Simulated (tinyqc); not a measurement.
Inside a calculation. Method: Hubbard ring of 5 sites. One step of it, computed by the program tinyqc.

Task: Mean-field iteration 3. H(up) = T + U n(down), H(down) = T + U n(up); fill the lowest levels; n(new) = n + mixing (n(out) - n); E = tr T (rho up + rho down) + U sum n_up n_down of the output.

one-body matrix (hopping and site energies) (eV):
```
           1          2          3          4          5
1   0.000000  -1.630000   0.000000   0.000000  -1.630000
2  -1.630000   0.000000  -1.630000   0.000000   0.000000
3   0.000000  -1.630000   0.000000  -1.630000   0.000000
4   0.000000   0.000000  -1.630000   0.000000  -1.630000
5  -1.630000   0.000000   0.000000  -1.630000   0.000000
```

U = 11.800000 eV

electrons, up and down: 2  2

mixing = 1

n(up) after iteration 2: 1 0.097205, 2 0.787224, 3 0.164173, 4 0.164173, 5 0.787224

n(down) after iteration 2: 1 0.097205, 2 0.787224, 3 0.164173, 4 0.164173, 5 0.787224

Give: levels, up; levels, down; energy; n(up) after iteration 3; n(down) after iteration 3.

Result:

levels, up (eV): -0.1792  0.7733  3.1355  9.7210  10.1495

levels, down (eV): -0.1792  0.7733  3.1355  9.7210  10.1495

energy = 9.7508 eV

n(up) after iteration 3: 1 0.9400, 2 0.0425, 3 0.4875, 4 0.4875, 5 0.0425

n(down) after iteration 3: 1 0.9400, 2 0.0425, 3 0.4875, 4 0.4875, 5 0.0425
